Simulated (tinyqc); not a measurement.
From results back to parameters: two electrons on one impurity (helium-like model). Five cases, with inputs chosen for the exercise.

Problem. With equal orbitals the first electron is bound by Ha* Z^2/2 and the second by Ha* [(Z - 5/16)^2 - Z^2/2]. Both were computed from hidden Z and Ha*.

Case 1.

binding of the first and second electron (meV): 190.4603  80.7224

Case 2.

binding of the first and second electron (meV): 36.2559  15.3663

Case 3.

binding of the first and second electron (meV): 24.9860  8.3025

Case 4.

binding of the first and second electron (meV): 35.2533  14.9413

Case 5.

binding of the first and second electron (meV): 117.6476  49.8624

Find: (Z - 5/16)/Z; Z; Ha*.

Solution. The sum of the two over twice the first is ((Z - 5/16)/Z)^2.

Case 1.

(Z - 5/16)/Z = 0.8438
Z = 2.00
Ha* = 95.2 meV

Case 2.

(Z - 5/16)/Z = 0.8438
Z = 2.00
Ha* = 18.1 meV

Case 3.

(Z - 5/16)/Z = 0.8162
Z = 1.70
Ha* = 17.3 meV

Case 4.

(Z - 5/16)/Z = 0.8438
Z = 2.00
Ha* = 17.6 meV

Case 5.

(Z - 5/16)/Z = 0.8438
Z = 2.00
Ha* = 58.8 meV

Computed by tinyqc, one run a case: `OMP_NUM_THREADS=1 python tinyqc.py N N+1 out.jsonl` with N = 1281910, 1281966, 1282039, 1282061, 1282082; one thread of a shared Intel(R) Xeon(R) Processor @ 2.30GHz, about 0.07 s a run at most.
